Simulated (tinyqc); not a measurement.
Solid solubility of a dopant against its melt (retrograde solidus), clustering and the electrically active fraction: one step, computed by the program tinyqc.

Problem. Active fraction after the anneal. A highly soluble donor (another dopant than that of the solidus) is limited by clustering. Donors N_a are active, and clusters hold m atoms each: N_t = N_a + m C, m C = N* (N_a/N*)^m, with N*(T) = N*(1273 K) exp[-(E_b/k_B)(1/T - 1/1273)]. Resistivity = 1/(e mu N_a).

Inputs (values chosen for the exercise, for a model dopant):
```
quantity                                      value        unit
total dopant density N_t                    2.9e+20      1/cm^3
atoms per cluster m                               4           -
cluster scale N* at 1273 K                  3.7e+20      1/cm^3
activation energy E_b of the cluster scale     0.34          eV
anneal temperature T_a                         1375           K
mobility mu                                      90  cm^2/(V s)
```

Clustering: clusters of m atoms, electrons left out.

Constants: k_B = 8.617333262e-05 eV/K; e = 1.602176634e-19 C.

Give: N*(T_a); active density N_a; active fraction; resistivity.

Solution.

N*(T_a) = 4.6564e+20 1/cm^3

active density N_a = 2.5081e+20 1/cm^3

active fraction = 0.86485

resistivity = 0.27651 milliohm cm

Doubling the dose would raise N_a by only 51 %. Caution: this clustering law is a generic form; degeneracy and a doping-dependent mobility are left out.
